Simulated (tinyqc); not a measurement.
From results back to parameters: hydrogenic donor in a hard-walled well (variational). Four cases, with inputs chosen for the exercise.

Problem. The binding energy was computed from a hidden position zi >= 0.

Trial function cos(pi z/L) exp(-r/lam), r measured from the donor at zi, walls at +/- L/2, one eps everywhere. Counted from the lowest subband, E(lam) = c/(m lam^2) - (q/eps) I0/I1, with I0 the integral of cos^2(pi z/L) exp(-2|z - zi|/lam) over the well and I1 the same with the factor (|z - zi| + lam/2); c = hbar^2/2m0, q = e^2/(4 pi eps0). The binding energy is -E at the minimum.

Constants: hbar^2/2m0 = 3.80998211 eV angstrom^2; e^2/(4 pi eps0) = 14.39964547 eV angstrom.

Case 1.

Values chosen (out of a larger set: near those of InP; not measured data):
- m = 0.079 m0 (mass)
- eps = 12.4 (dielectric constant)
- L = 258 angstrom (well width)

binding energy = 6.5234 meV

Case 2.

Values chosen (out of a larger set: near those of GaAs; not measured data):
- m = 0.07 m0 (mass)
- eps = 12.9 (dielectric constant)
- L = 176 angstrom (well width)

binding energy = 5.7506 meV

Case 3.

Values chosen (out of a larger set: near those of Ge, with one mean mass; not measured data):
- m = 0.121 m0 (mass)
- eps = 16.4 (dielectric constant)
- L = 229 angstrom (well width)

binding energy = 8.8067 meV

Case 4.

Values chosen (out of a larger set: near those of GaN; not measured data):
- m = 0.192 m0 (mass)
- eps = 9.2 (dielectric constant)
- L = 44 angstrom (well width)

binding energy = 31.3294 meV

Find: zi; 2 zi/L.

Solution. The binding falls steadily from the centre to the wall, so bisection in zi, with the minimum over lam at each step, finds one position.

Case 1.

zi = 89.0 angstrom
2 zi/L = 0.69

Case 2.

zi = 75.0 angstrom
2 zi/L = 0.85

Case 3.

zi = 23.0 angstrom
2 zi/L = 0.20

Case 4.

zi = 19.0 angstrom
2 zi/L = 0.86

Computed by tinyqc, one run a case: `OMP_NUM_THREADS=1 python tinyqc.py N N+1 out.jsonl` with N = 1251132, 1251144, 1251145, 1251312; one thread of a shared Intel(R) Xeon(R) Processor @ 2.30GHz, about 0.04 s a run at most.
